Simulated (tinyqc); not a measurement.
Current crowding under a contact, resistor ladder against the transmission-line model: two steps of the calculation.

A metal contact of length d and width W on a thin layer of the same width. The metal has no resistance, the sheet resistance under it equals Rsh, and current enters the layer at the front edge x = 0.

Inputs (values chosen for the exercise): sheet resistance of the semiconductor layer Rsh = 720 ohm/sq; specific contact resistivity rc = 5.8e-8 ohm cm^2; contact length d = 0.15 um; contact width W = 14 um; cells n = 5; current I = 1 mA.

Problem 1. Voltages and the share of the current. Cut the contact into n cells of length hc = d/n. Neighbouring cell centres are joined by a = W/(Rsh hc), each centre joins the metal (0 V) by g = W hc/rc, and I enters cell 1 through half a cell: -a v_(i-1) + b_i v_i - a v_(i+1) = I for i = 1 and 0 otherwise, b_i = g + 2 a (g + a at both ends). Rc = v_1/I + 1/(2 a). Cell i passes g v_i to the metal.

a = 0.64814815 S
g = 0.072413793 S
b_i, cell 1 to 5 (S): 0.72056194  1.3687101  1.3687101  1.3687101  0.72056194

Wanted: v_i; share of the current; Rc of the ladder.

Solution 1.

```
cell  v_i (mV)  share of the current (%)
1       4.2569                    30.826
2       3.1897                    23.098
3       2.4788                    17.950
4       2.0448                    14.807
5       1.8393                    13.319
```

Rc of the ladder = 5.0284 ohm

The first cell passes 30.8 % of the current and the last 13.3 %; an even spread would give 20.0 % each.

Problem 2. The transmission-line result. Transfer length Lt = sqrt(rc/Rsh); front resistance Rc = (Rsh Lt/W) coth(d/Lt); end resistance Re = (Rsh Lt/W)/sinh(d/Lt). v(x) = I (Rsh Lt/W) cosh((d - x)/Lt)/sinh(d/Lt) at the cell centres x = (i - 1/2) d/n.

Give: Lt; Rc; Re; v(x).

Solution 2.

Lt = 0.089753 um
Rc = 4.9541 ohm
Re = 1.7993 ohm
v(x), cell 1 to 5 (mV): 4.2485  3.1775  2.4649  2.0302  1.8244

The ladder's Rc is 1.5 % above this value, with cells 0.33 Lt long.

tinyqc, about 0.01 s, one thread, Intel Xeon 2.30GHz (shared host): `OMP_NUM_THREADS=1 python tinyqc.py 2760112 2760113 out.jsonl`
